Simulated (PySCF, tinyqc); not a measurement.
MP2 on RHF in the sto-6g basis, for H4, spin multiplicity 1, step by step. The lowest restricted solution is unstable here: a spin-polarised one lies 0.0057 hartree lower (PySCF). Computed by tinyqc, a small Python program that keeps every step (integrals from PySCF). Settings: charge = 0, multiplicity = 1, basis = sto-6g, method = RHF, energy threshold = 1e-10, iteration cap = 66, orthogonalisation = canonical, start = atomic densities, DIIS depth = 6. Command: `OMP_NUM_THREADS=1 python tinyqc.py 23159 23160 out.jsonl` (the two numbers bound the seeds that draw the settings). One thread of a shared host (Intel(R) Xeon(R) Processor @ 2.60GHz), about 0.1 s of CPU time with the checks. The early iterations of the SCF are left out here.

## One-electron integrals

Geometry (angstrom):

| atom | x | y | z |
|---|---|---|---|
| H | 0.000000 | 0.000000 | 0.000000 |
| H | 0.000000 | 0.000000 | 0.768000 |
| H | 0.000000 | 0.927000 | 0.000000 |
| H | 0.000000 | 0.927000 | 0.768000 |

Basis sto-6g: exponents (1/bohr^2) and contraction coefficients of normalised primitives:

| element | l (shell) | exponent | coefficient |
|---|---|---|---|
| H | s (1) | 35.523221 | 0.009164 |
| H | s (1) | 6.513144 | 0.049361 |
| H | s (1) | 1.822143 | 0.168538 |
| H | s (1) | 0.625955 | 0.370563 |
| H | s (1) | 0.243077 | 0.416492 |
| H | s (1) | 0.100112 | 0.130334 |

Overlap, kinetic and nuclear-attraction integrals over the contracted functions; the nuclear repulsion is the sum of Za Zb / Rab.

nuclear repulsion = 3.39893638 hartree

overlap S:
```
          1H 1s     2H 1s     3H 1s     4H 1s
1H 1s  1.000000  0.641464  0.540586  0.385515
2H 1s  0.641464  1.000000  0.385515  0.540586
3H 1s  0.540586  0.385515  1.000000  0.641464
4H 1s  0.385515  0.540586  0.641464  1.000000
```

kinetic energy T (hartree):
```
          1H 1s     2H 1s     3H 1s     4H 1s
1H 1s  0.768522  0.218646  0.140130  0.053461
2H 1s  0.218646  0.768522  0.053461  0.140130
3H 1s  0.140130  0.053461  0.768522  0.218646
4H 1s  0.053461  0.140130  0.218646  0.768522
```

nuclear attraction V (hartree):
```
           1H 1s      2H 1s      3H 1s      4H 1s
1H 1s  -2.856818  -1.793058  -1.488699  -1.079217
2H 1s  -1.793058  -2.856818  -1.079217  -1.488699
3H 1s  -1.488699  -1.079217  -2.856818  -1.793058
4H 1s  -1.079217  -1.488699  -1.793058  -2.856818
```

core Hamiltonian H = T + V (hartree):
```
           1H 1s      2H 1s      3H 1s      4H 1s
1H 1s  -2.088295  -1.574412  -1.348569  -1.025756
2H 1s  -1.574412  -2.088295  -1.025756  -1.348569
3H 1s  -1.348569  -1.025756  -2.088295  -1.574412
4H 1s  -1.025756  -1.348569  -1.574412  -2.088295
```

## Two-electron integrals

Functions are numbered as in S; the eight-fold symmetry (ij|kl) = (ji|kl) = (kl|ij) leaves the list below.

Two-electron integrals (ij|kl) in chemists' order, unique and non-zero (hartree):
```
(11|11) 0.774999   (21|11) 0.428571   (21|21) 0.279102   (22|11) 0.559503
(22|21) 0.428571   (22|22) 0.774999   (31|11) 0.344356   (31|21) 0.198292
(31|22) 0.268622   (31|31) 0.190490   (32|11) 0.219360   (32|21) 0.145149
(32|22) 0.225664   (32|31) 0.123319   (32|32) 0.090440   (33|11) 0.502434
(33|21) 0.299808   (33|22) 0.416842   (33|31) 0.344356   (33|32) 0.225664
(33|33) 0.774999   (41|11) 0.225664   (41|21) 0.145149   (41|22) 0.219360
(41|31) 0.123319   (41|32) 0.089809   (41|33) 0.219360   (41|41) 0.090440
(42|11) 0.268622   (42|21) 0.198292   (42|22) 0.344356   (42|31) 0.149681
(42|32) 0.123319   (42|33) 0.268622   (42|41) 0.123319   (42|42) 0.190490
(43|11) 0.299808   (43|21) 0.196536   (43|22) 0.299808   (43|31) 0.198292
(43|32) 0.145149   (43|33) 0.428571   (43|41) 0.145149   (43|42) 0.198292
(43|43) 0.279102   (44|11) 0.416842   (44|21) 0.299808   (44|22) 0.502434
(44|31) 0.268622   (44|32) 0.219360   (44|33) 0.559503   (44|41) 0.225664
(44|42) 0.344356   (44|43) 0.428571   (44|44) 0.774999
```

## Orthogonalisation

S = U s U^T; canonical form X = U s^(-1/2), so that X^T S X = 1. Each column of U has its largest component positive (the first on a tie).

eigenvalues of S: 0.203465  0.513607  0.715363  2.567565

X:
```
               1          2          3         4
1H 1s   1.108472   0.697677   0.591162  0.312039
2H 1s  -1.108472  -0.697677   0.591162  0.312039
3H 1s  -1.108472   0.697677  -0.591162  0.312039
4H 1s   1.108472  -0.697677  -0.591162  0.312039
```

## Starting guess

The start is atomic minimal-basis densities projected into this basis (PySCF's MINAO start) and scaled to the electron count of each spin; this density is not idempotent, so its energy is not variational and may lie below the converged one.

D at the start:
```
          1H 1s     2H 1s     3H 1s     4H 1s
1H 1s  0.897899  0.079698  0.075924  0.025769
2H 1s  0.079698  0.897899  0.025769  0.075924
3H 1s  0.075924  0.025769  0.897899  0.079698
4H 1s  0.025769  0.075924  0.079698  0.897899
```

## Iteration 3 (converged): orbitals

converged F (hartree):
```
           1H 1s      2H 1s      3H 1s      4H 1s
1H 1s  -0.468349  -0.670799  -0.486348  -0.462097
2H 1s  -0.670799  -0.468349  -0.462097  -0.486348
3H 1s  -0.486348  -0.462097  -0.468349  -0.670799
4H 1s  -0.462097  -0.486348  -0.670799  -0.468349
```

Diagonalise F' = X^T F X, C = X C', fill 2 alpha and 2 beta electrons from the bottom; D = 2 C_occ C_occ^T. Each column has its largest component positive (the first on a tie).

F' = X^T F X (hartree):
```
          1         2          3          4
1  1.114201  0.000000   0.000000   0.000000
2  0.000000  0.346957   0.000000   0.000000
3  0.000000  0.000000  -0.266584   0.000000
4  0.000000  0.000000   0.000000  -0.813063
```

orbital energies (hartree): MO1 -0.813063, MO2 -0.266584, MO3 0.346957, MO4 1.114201

coefficients C:
```
            MO1        MO2        MO3        MO4
1H 1s  0.312039   0.591162   0.697677   1.108472
2H 1s  0.312039   0.591162  -0.697677  -1.108472
3H 1s  0.312039  -0.591162   0.697677  -1.108472
4H 1s  0.312039  -0.591162  -0.697677   1.108472
```

D after iteration 3:
```
           1H 1s      2H 1s      3H 1s      4H 1s
1H 1s   0.893683   0.893683  -0.504209  -0.504209
2H 1s   0.893683   0.893683  -0.504209  -0.504209
3H 1s  -0.504209  -0.504209   0.893683   0.893683
4H 1s  -0.504209  -0.504209   0.893683   0.893683
```

## Convergence

Stop when the energy changes by less than 1e-10 hartree and every element of the error matrix X^T (F D S - S D F) X is below 3e-06.

Course of the cycle:

| iteration | E (hartree) | change | largest element of the error matrix |
|---|---|---|---|
| 1 | -2.03948505 | - | 8.70e-16 |
| 2 | -1.83299677 | 2.06e-01 | 3.42e-15 |
| 3 | -1.83299677 | 8.88e-16 | 2.33e-15 |

PySCF RHF in the same basis = -1.83299677 hartree

Converged in 3 iterations.

## Populations, bond orders and dipole

Mulliken: Z minus the diagonal of D S on the atom; Loewdin: the same with S^(1/2) D S^(1/2); Mayer order: 2 sum_s sum (D(s) S)_ij (D(s) S)_ji over the two atoms.

Charges (e):

| atom | Mulliken | Loewdin |
|---|---|---|
| 1H | 0 | 0 |
| 2H | 0 | 0 |
| 3H | 0 | 0 |
| 4H | 0 | 0 |

Mayer bond orders:

| pair | order |
|---|---|
| 2-1 | 1.000000 |
| 3-1 | 0 |
| 3-2 | 0 |
| 4-1 | 0 |
| 4-2 | 0 |
| 4-3 | 1.000000 |

dipole moment about the origin, x y z (debye): 0.000000  0.000000  0.000000

## Integrals over molecular orbitals

(pq|rs) = sum C_ip C_jq C_kr C_ls (ij|kl), one index at a time.

one-electron integrals over orbitals h = C^T H C (hartree):
```
           1          2          3          4
1  -2.351268   0.000000   0.000000   0.000000
2   0.000000  -1.801018   0.000000   0.000000
3   0.000000   0.000000  -1.629060   0.000000
4   0.000000   0.000000   0.000000  -0.939084
```

Two-electron integrals over orbitals (pq|rs), unique and non-zero (hartree):
```
(11|11) 0.573597   (21|21) 0.149097   (22|11) 0.556852   (22|22) 0.569827
(31|31) 0.129982   (32|32) 0.072090   (33|11) 0.552254   (33|22) 0.536791
(33|33) 0.561514   (41|32) 0.073406   (41|41) 0.074839   (42|31) 0.125237
(42|42) 0.137014   (43|21) 0.142711   (43|43) 0.156233   (44|11) 0.562975
(44|22) 0.569594   (44|33) 0.567577   (44|44) 0.598770
```

## Second-order Moller-Plesset energy

Hartree-Fock energy = -1.83299677 hartree

E2 = sum_ijab (ia|jb) [2 (ia|jb) - (ib|ja)] / (e_i + e_j - e_a - e_b) over occupied i, j and virtual a, b; the opposite-spin part is (ia|jb)^2 / denominator, the rest is same-spin, and SCS-MP2 scales them by 6/5 and 1/3.

Terms:

| i | j | a | b | (ia\|jb) | (ib\|ja) | denominator | term |
|---|---|---|---|---|---|---|---|
| 1 | 2 | 3 | 4 | 0.125237 | 0.073406 | -2.540805 | -0.008728 |
| 2 | 1 | 4 | 3 | 0.125237 | 0.073406 | -2.540805 | -0.008728 |
| 1 | 1 | 3 | 3 | 0.129982 | 0.129982 | -2.320040 | -0.007282 |
| 2 | 2 | 4 | 4 | 0.137014 | 0.137014 | -2.761570 | -0.006798 |
| 2 | 2 | 3 | 3 | 0.072090 | 0.072090 | -1.227081 | -0.004235 |
| 1 | 1 | 4 | 4 | 0.074839 | 0.074839 | -3.854528 | -0.001453 |
| 1 | 2 | 4 | 3 | 0.073406 | 0.125237 | -2.540805 | -0.000623 |
| 2 | 1 | 3 | 4 | 0.073406 | 0.125237 | -2.540805 | -0.000623 |

Pair energies (hartree; pair i-j sums ij and ji):

| pair | opposite spin | same spin |
|---|---|---|
| 1-1 | -0.008735 | 0.000000 |
| 2-1 | -0.016588 | -0.002115 |
| 2-2 | -0.011033 | 0.000000 |

MP2 correlation energy = -0.03847063 hartree

SCS-MP2 correlation energy = -0.04433205 hartree

MP2 total energy = -1.87146740 hartree
